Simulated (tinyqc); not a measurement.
Edge bands of a zigzag ribbon: Kane-Mele model of a buckled honeycomb layer in a normal field.

Sublattices A and B lie at +/-b, so the field gives them the energies +/-D, D = e b Ez (in eV for b in angstrom and Ez in V/angstrom); 2 lam is the gap at zero field. Near the valleys tau = +/-1, for spin sz = +/-1: H = hbar v (tau qx sx + qy sy) + m sz_AB with m = D - tau sz lam, hbar v = (sqrt3/2) a t. On the lattice the spin-orbit term is the second-neighbour hopping i (lam/3 sqrt3) nu sz, nu = +/-1 by the sense of the turn. The filled band of one cone contributes tau sign(m)/2 to the Chern number, in the sense Omega = curl of i<u|grad u>. Rashba terms are left out.

Zigzag ribbon of N chains, sites A1, B1, A2, ...; k in 1/a. Bonds -2t cos(k/2) (A_n to B_n) and -t (B_n to A_(n+1)); diagonal +/-(D + 2 l2 sz sin k) on A and B; A_n to A_(n+1): -2 l2 sz sin(k/2), B_n to B_(n+1): the opposite; l2 = lam/(3 sqrt3).

Values chosen for the exercise (of the size used for silicene; shifted at random, so the results belong to these values and not to a real crystal): a = 3.8 angstrom (lattice constant); t = 1.49 eV (hopping); lam = 0.0043 eV (spin-orbit half gap); b = 0.22 angstrom (half the buckling height); Ez = 0.025 V/angstrom (normal field at the atoms, after screening; 0.01 is 1 MV/cm, and gates reach some 0.05); N = 12 (chains).

The two middle levels for each spin, and the weight of the upper one on the half of the ribbon that holds A1.

Middle levels (meV):
```
k/pi  up, lower  up, upper  up, weight  down, lower  down, upper  down, weight
0.6    -394.940    394.940        0.51     -394.826      394.826          0.50
0.7    -102.810    102.810        0.53     -102.391      102.391          0.51
0.8      -8.891      8.891        0.97       -3.853        3.853          0.83
0.9      -7.034      7.034        1.00       -3.966        3.966          1.00
1.0      -5.500      5.500        1.00       -5.500        5.500          1.00
1.1      -3.966      3.966        1.00       -7.034        7.034          1.00
1.2      -3.853      3.853        0.83       -8.891        8.891          0.97
1.3    -102.391    102.391        0.51     -102.810      102.810          0.53
1.4    -394.826    394.826        0.50     -394.940      394.940          0.51
```

What does the comparison show, and why?

From k/pi = 0.8 to 1.2 the upper level stays on one edge and the spacing of the pair is at least 7.71 meV. D > lam, so the edge bands need not cross: each leaves and rejoins the same bulk band. At k = pi the levels are -5.500 and 5.500 meV, with D = 5.500 meV and lam = 4.3 meV.

Run: tinyqc, `OMP_NUM_THREADS=1 python tinyqc.py 1481564 1481565 out.jsonl`; Intel(R) Xeon(R) Processor @ 2.30GHz, one thread, shared host; about 0.01 s of CPU time with all checks.
